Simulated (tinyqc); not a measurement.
What moves the results: thin (001) film in sp3s* tight binding with raised dangling bonds. A value that a table varies takes the place of the one given here.

Planes alternate anion (a), cation (c) along [001], a/4 apart, starting with an anion; zero in-plane momentum; levels counted from the bulk Ev, the lower root of [[Epa, Vxx], [Vxx, Epc]]; no spin-orbit coupling. Block of s, pz, s*: from an anion to the cation above, Vss/2 (s,s), Vsapc/2 (s,z), -Vscpa/2 (z,s), Vxx/2 (z,z), Vxapc/2 (s*,z), -Vpaxc/2 (z,s*); to the cation below the same with the s-z and s*-z signs reversed. Block of u = (px + py)/sqrt2 and v = (px - py)/sqrt2: to the cation above (Vxx + Vxy)/2 for u and (Vxx - Vxy)/2 for v, to the cation below the reverse. Each surface atom has two dangling sp3 hybrids; raising both by dl adds (dl/2) [[1, t], [t, 1]] to its s, pz levels (t = -1 at the bottom face, +1 at the top) and dl to the one of u, v in whose plane the missing bonds lie (v for a bottom anion or a top cation, u for a top anion).

Values chosen for the exercise (near a published set for Si, fitted to gaps, whose masses and valley positions are rough; the results hold for these values, not for the real material): p = (-4.182, 1.724, -4.182, 1.724, 6.754, 6.754, -8.252, 1.716, 4.582, 5.78, 5.78, 5.387, 5.387) eV (order Esa, Epa, Esc, Epc, Exa, Exc, Vss, Vxx, Vxy, Vsapc, Vscpa, Vxapc, Vpaxc); Nw = 24 (planes in the thicker film); a = 5.428 angstrom (lattice constant); dp = 30 eV (value of dl for the passivated films); Ns = (7, 9, 14, 20, 26, 36, 45, 63) (numbers of planes); N0 = 28 (first number of planes).

## States in the gap of a film

edges (eV): Gamma 3.43200, Delta 1.21596

Levels between 0 and the lower bulk edge, the largest weight on the two outer planes of both faces among them, and the nearest levels outside, for several shifts dl.

Film of Nw planes:

| dl (eV) | levels in the gap | at (eV) | surface weight | next above (eV) | next below (eV) |
|---|---|---|---|---|---|
| 0 | 2 | 0.271, 0.308 | 0.72 | 1.2587 | -0.0665 |
| 1 | 2 | 0.752, 0.761 | 0.82 | 1.2588 | -0.0665 |
| 2 | 1 | 1.200 | 0.43 | 1.2180 | -0.0665 |
| 3 | 0 | - | - | 1.2518 | -0.0665 |
| 5 | 0 | - | - | 1.2577 | -0.0665 |
| 10 | 0 | - | - | 1.2587 | -0.0665 |
| 30 | 0 | - | - | 1.2587 | -0.0665 |
| 100 | 0 | - | - | 1.2587 | -0.0665 |

Can the levels of the bare film be read as confined subbands?

No: with bare surfaces (dl = 0) 2 levels lie in the bulk gap, with up to 72 % of the weight on the four outer planes, two a face, where an even spread gives 17 %; these are dangling-bond states, not subbands. The reruns show the bulk gap clear from dl = 3 eV on, and at dl = 30 eV the next level above lies 0.0 meV from its value at 100 eV.

## Gap against thickness

Passivated films (finite dp, so levels can still be some meV from their limit), thickness N a/4. Highest level below mid-gap (either block) and the two lowest above it. The exponents are -d ln(shift)/d ln N between the sixth and the last film, for the valence level and for the mean of the two conduction levels.

Levels (eV):

| N | thickness (angstrom) | Ev1 | Ec1 | Ec2 | gap |
|---|---|---|---|---|---|
| 7 | 9.50 | -0.5224 | 1.6202 | 1.6385 | 2.1426 |
| 9 | 12.21 | -0.3636 | 1.4573 | 1.5150 | 1.8209 |
| 14 | 19.00 | -0.1600 | 1.3268 | 1.3473 | 1.4867 |
| 20 | 27.14 | -0.0904 | 1.2746 | 1.2810 | 1.3650 |
| 26 | 35.28 | -0.0580 | 1.2526 | 1.2541 | 1.3106 |
| 36 | 48.85 | -0.0327 | 1.2352 | 1.2366 | 1.2679 |
| 45 | 61.06 | -0.0228 | 1.2286 | 1.2291 | 1.2514 |
| 63 | 85.49 | -0.0120 | 1.2225 | 1.2227 | 1.2346 |

exponents: valence 1.78, conduction 1.96

The gap is 2.143 eV at 9.5 angstrom and 1.235 eV at 85.5, against 1.216 eV in the bulk along this line. At 20 planes the conduction side gives 59 meV of the widening and the valence side 90 meV. A hard-walled parabolic band has exponent 2; departures come from the offset between N a/4 and the effective width, from non-parabolicity and from the termination (odd and even N end differently: in the direction of the bond rows at the two faces and, in a compound, in the kind of atom), which also makes single steps in N uneven. Ec1 and Ec2 are the doublet of the two Delta valleys along the normal.

## Valley splitting plane by plane

kz of the minimum = 0.72780 2 pi/a

Ten passivated films from N0 planes on; the phase is N pi k0/2 modulo pi, k0 the position of the bulk minimum.

Lowest doublet:

| N | phase/pi | mean shift (meV) | splitting (meV) |
|---|---|---|---|
| 28 | 0.189 | 32.44 | 2.754 |
| 29 | 0.553 | 30.27 | 0.436 |
| 30 | 0.917 | 28.38 | 1.926 |
| 31 | 0.281 | 26.63 | 1.814 |
| 32 | 0.645 | 25.02 | 0.224 |
| 33 | 0.009 | 23.60 | 1.683 |
| 34 | 0.373 | 22.26 | 1.092 |
| 35 | 0.737 | 21.03 | 0.584 |
| 36 | 0.100 | 19.93 | 1.372 |
| 37 | 0.464 | 18.88 | 0.554 |

The splitting ranges from 0.22 meV (N = 32) to 2.75 meV (N = 28), while the mean shift goes from 32 to 19 meV and falls steadily. The splitting changes direction 6 times in these ten films, and one plane more changes it by up to 2.32 meV: it hangs on the phase between the two faces, which is why atomic steps matter.

## What each change does

A film of Nw planes with shift dp: highest level below mid-gap (half the lower bulk edge) and the two lowest above. Each row changes one parameter from the base and keeps the others.

Results:

| case | Ev1 (eV) | Ec1 (eV) | Ec2 (eV) |
|---|---|---|---|
| base | -0.0665 | 1.2587 | 1.2604 |
| Nw = 25 | -0.0673 | 1.2543 | 1.2583 |
| dp = 15 eV | -0.0665 | 1.2587 | 1.2600 |

The largest shifts from the base row, up to three for each result and ties (the steps differ in size, so this ranks the rows, not the parameters). Ev1 (eV): Nw -0.0007; unchanged at the printed digits by dp. Ec1 (eV): Nw -0.0043; unchanged at the printed digits by dp. Ec2 (eV): Nw -0.0021, dp -0.0004. An odd change of Nw also changes which atoms end the film, so levels need not move as thickness alone would move them; the row for dp shows how far the passivation is from converged.

Program tinyqc; command `OMP_NUM_THREADS=1 python tinyqc.py 1480709 1480710 out.jsonl`; about 0.4 s on one thread of a shared Intel(R) Xeon(R) Processor @ 2.30GHz.
